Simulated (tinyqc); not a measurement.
# Input admittance of a MOSFET at zero drain bias: distributed channel and distributed gate: dividing a fixed width into fingers

Source and drain grounded, strong inversion, w = 2 pi f, Cox = eps0 eox/tox. The channel is an RC line of resistance 1/(mu Cox Vo) per square fed from both ends, so one finger has the intrinsic admittance y = i w Cox L tanh(g)/g per width, g = (1/2) sqrt(i w tau), tau = L^2/(mu Vo). The vertical resistance rv/L is in series with y, the overlaps 2 i w Cov in parallel: y_t = 1/(1/y + rv/L) + 2 i w Cov. The gate strip is a line of Rsh/L per length loaded by y_t, so a finger has Y = y_t Wf tanh(k)/k, k = (Wf/sd) sqrt(y_t Rsh/L); the device has Nf Y.

Low-frequency limits, with c = Cox L and ct = c + 2 Cov: R_strip = Rsh Wf/(3 sd^2 L Nf), R_ch = (c/ct)^2 L/(12 mu Cox Vo Wf Nf), R_vert = (c/ct)^2 rv/(L Wf Nf), C = ct Wf Nf. Total width Wf Nf = 26 um; each finger also has a contact resistance Rc at each contacted end, which adds Rc/(sd Nf). The resistances are low-frequency limits, good while |k| is below about 1; the far-point signal is |1/cosh k| at f, without Rc.

Parameters, values chosen for the exercise; values of the order met in silicon radio-frequency transistors: relative permittivity of the gate insulator (close to aluminium oxide) eox = 9.24; insulator thickness tox = 8.1 nm; channel length L = 1.1 um; channel mobility mu = 220 cm^2/(V s); gate overdrive Vo = 0.5 V; sheet resistance of the gate Rsh = 12 ohm/square; vertical resistivity of the gate stack rv = 0 ohm um^2; number of ends at which a finger is contacted sd = 1; overlap and fringe capacitance on each side Cov = 0.24 fF/um; frequency f = 1 GHz.

Constants: eps0 = 8.8541878128e-14 F/cm where lengths are in cm. Results are converted to the units shown.

The same in every row: R_ch + R_vert (ohm) = 29.16.

Dividing a fixed width into fingers:
```
Nf	Wf (um)	R_strip (ohm)	Rc/(sd Nf) for Rc = 30 ohm (ohm)	sum (ohm)	signal at the far point
1	26.00	94.55	30.00	153.7	0.9632
2	13.00	23.64	15.00	67.80	0.9948
4	6.500	5.909	7.500	42.57	0.9990
8	3.250	1.477	3.750	34.39	0.9998
16	1.625	0.3693	1.875	31.40	0.9999
32	0.8125	0.09233	0.9375	30.19	1.000
64	0.4062	0.02308	0.4688	29.65	1.000
128	0.2031	0.005771	0.2344	29.40	1.000
```

R_strip falls as 1/Nf^2, from 94.5 to 0.00577 ohm, the contact term as 1/Nf, and R_ch + R_vert stays at 29.2 ohm since the total width is fixed. The sum is within a factor 1.5 of that floor from Nf = 4 on. More fingers add wiring capacitance, which is left out.

tinyqc, about 0.01 s, one thread, Intel Xeon 2.30GHz (shared host): `OMP_NUM_THREADS=1 python tinyqc.py 2262222 2262223 out.jsonl`
